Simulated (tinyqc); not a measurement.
Inside a calculation. Model: AlGaN/GaN HEMT with access regions, lumped model.

Numbers from tinyqc (`OMP_NUM_THREADS=1 python tinyqc.py 2570011 2570012 out.jsonl`; about 0.01 s on one thread of a shared Intel Xeon 2.30GHz). Printed values are rounded.

A polarisation-induced electron sheet under a Schottky gate, in series with two ungated access regions and contacts. Drift law v = mu E/(1 + mu E/vs) under the gate. Currents in mA/mm, resistances in ohm mm. No self-heating, no channel-length modulation; fits for polarisation, barrier and offset are chosen for the exercise.

Parameters, values chosen for the exercise; values close to those of AlGaN/GaN structures:
- x = 0.34 (aluminium share of the barrier)
- d = 20 nm (barrier thickness)
- eps_r = 9.4 (relative permittivity of barrier and channel)
- mu = 1900 cm^2/(V s) (channel mobility)
- vs = 1.1e7 cm/s (saturation velocity)
- Lg = 0.25 um (gate length)
- Ls = 2 um (source access length)
- Ld = 12 um (drain access length)
- Rc = 0.39 ohm mm (resistance of each contact)
- ft = 0.22 (share of the drain-access electrons removed by traps)
- Vg = 0 V (gate voltage)
- Ec = 2.8 MV/cm (critical field)
- te = 0.49 um (depth over which the depleted charge spreads)
- tf = 200 nm (insulator under the field plate)
- ei = 3.9 (relative permittivity of that insulator)

Constants: q = 1.602176634e-19 C, eps0 = 8.8541878128e-14 F/cm where lengths are in cm. Results are converted to the units shown.

## Polarisation charge, threshold and sheet resistance

sigma = (5e13 x + 1.6e13 x^2) cm^-2, phiB = 0.84 + 1.3 x, dEc = 0.7 (1.71 x + x^2) in volts, Cb = eps0 eps_r/d, VT = phiB - dEc - q sigma/Cb, access density n0 = -Cb VT/q. Rsh = 1/(q mu n0); largest access current q n0 vs.

sigma = 1.88496e13 cm^-2
Cb = 0.416147 uF/cm^2
VT = -6.46305 V
n0 = 1.67870e13 cm^-2
Rsh = 195.687 ohm
q n0 vs = 2958.53 mA/mm

## On-resistance and breakdown

sigma = (5e13 x + 1.6e13 x^2) cm^-2, phiB = 0.84 + 1.3 x, dEc = 0.7 (1.71 x + x^2) in volts, Cb = eps0 eps_r/d, VT = phiB - dEc - q sigma/Cb, access density n0 = -Cb VT/q. Ron = 2 Rc + Ls/(q mu n0) + Ld/(q mu (1 - ft) n0) + Lg/(mu Cb (Vg - VT)). Off state: a depleted stretch that holds the voltage V has the peak field sqrt(k V), k = 2 q n0/(eps0 eps_r te), so one edge holds V1 = Ec^2/k. The sheet under the plate pinches off at Vf = q n0 (1/Cb + tf/(eps0 ei)); beyond it the gate edge is screened. BV = V1 if Vf >= V1, else Vf + V1, and at most Ec Ld. Specific resistance Ron (Ls + Lg + Ld); figure of merit BV^2 over it.

Ron = 4.23087 ohm mm
Vf = 162.239 V
V1 = 59.4395 V
BV = 59.4395 V
specific resistance = 0.602899 mohm cm^2
figure of merit = 5.86010 MW/cm^2

The plate pinches off too late to screen the gate edge, so it adds nothing.
